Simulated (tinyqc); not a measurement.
Raman shift of the zone-centre optical phonon of a diamond-structure crystal under stress. Changing the local temperature T. Computed by tinyqc, a small Python program. Command: `OMP_NUM_THREADS=1 python tinyqc.py 3012252 3012253 out.jsonl ramanstress sweep`. One thread of a shared host (Intel(R) Xeon(R) Processor @ 2.30GHz), about 0.01 s of CPU time with the checks.

Axes x, y, z are the cube axes. Strain shifts the threefold optical mode and can split it; p, q and r are the phonon deformation potentials.

Inputs (values chosen for the exercise, modelled on germanium):
```
quantity                             value      unit
unstrained frequency omega_0         300.8      1/cm
p/omega_0^2                          -1.43         -
q/omega_0^2                          -2.02         -
r/omega_0^2                          -1.06         -
C11                                  128.5       GPa
C12                                  48.55       GPa
C44                                  66.12       GPa
stress sigma (tension positive)     -0.087       GPa
polarisation angle phi                  75    degree
temperature coefficient d omega/dT  -0.018  1/(cm K)
laser wavelength                     514.5        nm
```

Stress state: biaxial. Axis: [001].

Constants: h = 6.62607015e-34 J s; c = 299792458 m/s; k_B = 1.380649e-23 J/K.

Method:
- S11 = (C11 + C12)/D, S12 = -C12/D, D = (C11 - C12)(C11 + 2 C12), S44 = 1/C44.
- Equal biaxial stress in the plane normal to the axis (unit vector n): sigma_ij = sigma (delta_ij - n_i n_j).
- eps_xx = S11 sigma_xx + S12 (sigma_yy + sigma_zz), and cyclic; eps_xy = S44 sigma_xy/2 (tensor strain).
- Secular matrix: M_xx = p eps_xx + q (eps_yy + eps_zz), M_xy = 2 r eps_xy; its eigenvalues are omega^2 - omega_0^2, and the shifts are these over 2 omega_0.
- Backscattering from a (001) surface: incident polarisation (cos phi, sin phi, 0). With Raman tensors (R_z)_xy = (R_z)_yx = 1 and cyclic, only the z component u_z of a mode counts: I = u_z^2 sin^2(2 phi) for parallel and u_z^2 cos^2(2 phi) for crossed polarisers. An unresolved line sits at the intensity-weighted shift, which is M_zz/(2 omega_0).
- A temperature above 300 K shifts the line by (d omega/dT)(T - 300 K); divided by the shift per stress it poses as a stress; the total shift adds it to the shift of the observed line. The anti-Stokes to Stokes ratio is [(omega_L + omega_0)/(omega_L - omega_0)]^3 exp(-h c omega_0/(k_B T)) in photon counts, omega_L = 1/wavelength, resonance effects left out.

One run for each value:
```
local temperature T (K)  anti-Stokes/Stokes ratio  total shift (1/cm)  apparent stress from heating (GPa)
300                                        0.2593               0.276                               0.000
330                                        0.2956              -0.264                               0.170
370                                        0.3407              -0.984                               0.397
420                                        0.3916              -1.884                               0.681
480                                        0.4454              -2.964                               1.022
560                                        0.5066              -4.404                               1.476
650                                        0.5639              -6.024                               1.987
750                                        0.6162              -7.824                               2.554
```

Over the rows, anti-Stokes/Stokes ratio rises from 0.259 to 0.616 (exponent d ln y / d ln x 1.4 between the first rows and 0.62 between the last); total shift (1/cm) falls from 0.276 to -7.82; apparent stress from heating (GPa) rises from 0 to 2.55. The intensity ratio is a Boltzmann factor and does not involve the stress in this model, so it separates heating from stress.
